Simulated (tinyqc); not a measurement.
Where the wafer is too thin: surface photovoltage measurement of the minority-carrier diffusion length in a wafer. Computed by tinyqc, a small Python program. Command: `OMP_NUM_THREADS=1 python tinyqc.py 3130013 3130014 out.jsonl spv walk`. One thread of a shared host (Intel(R) Xeon(R) Processor @ 2.30GHz), about 0.01 s of CPU time with the checks.

Low injection, steady light, a depletion layer much thinner than 1/alpha and L. The excess density dn is taken at the front edge of the neutral region; light that reaches the back is lost.

Inputs (values chosen for the exercise, modelled on p-type silicon at room temperature):
```
quantity                           value        unit
wafer thickness W                    525  micrometre
diffusivity D                       27.5      cm^2/s
front recombination velocity S_f    3400        cm/s
back recombination velocity S_b   120000        cm/s
photon flux entering               2e+12  1/(cm^2 s)
```

Method:
- alpha = (84.732/lambda - 76.417)^2 per cm with lambda in micrometre (an empirical fit for silicon between 0.7 and 1.05 micrometre).
- Thick wafer: dn = Phi L/((S_f + D/L)(L + 1/alpha)). Finite wafer, with s = S_b L/D, w = W/L, a = alpha L: dn = [Phi a/(a^2 - 1)] [a - B - exp(-alpha W)(a - s)/(cosh w + s sinh w)]/(S_f + B D/L), B = (sinh w + s cosh w)/(cosh w + s sinh w).
- Readings y = (Phi/dn) (1 + noise x g) at 780, 830, 880, 920, 950, 975 and 995 nm; a least-squares line y = c (1/alpha + L_app) gives L_app = intercept/slope.
- No noise; L is varied at fixed W, and the last two columns set S_b to 0 and to 1e7 cm/s.

Apparent length (micrometre):
```
L          W/L  given S_b  S_b = 0  S_b = 1e7
26.2    20.038      26.20     26.2      26.20
52.5    10.000      52.50     52.5      52.50
105.0    5.000     104.83    105.1     104.82
158.0    3.323     155.60    160.0     155.54
262.0    2.004     237.00    285.5     236.61
420.0    1.250     308.86    544.4     307.88
682.0    0.770     356.85   1138.2     355.29
1100.0   0.477     380.22   2285.1     378.32
2100.0   0.250     392.10   4582.0     390.02
```

What does the comparison show, and why?

With a fast back surface L_app levels off, at 390 micrometre in the last row; with a passive one it reaches up to 2.18 times L among these rows and is 4580 in the last. All three columns are within 5 % of L down to W/L = 3.3.

Extremes, crossings and ranges named in words are read from the listed rows.
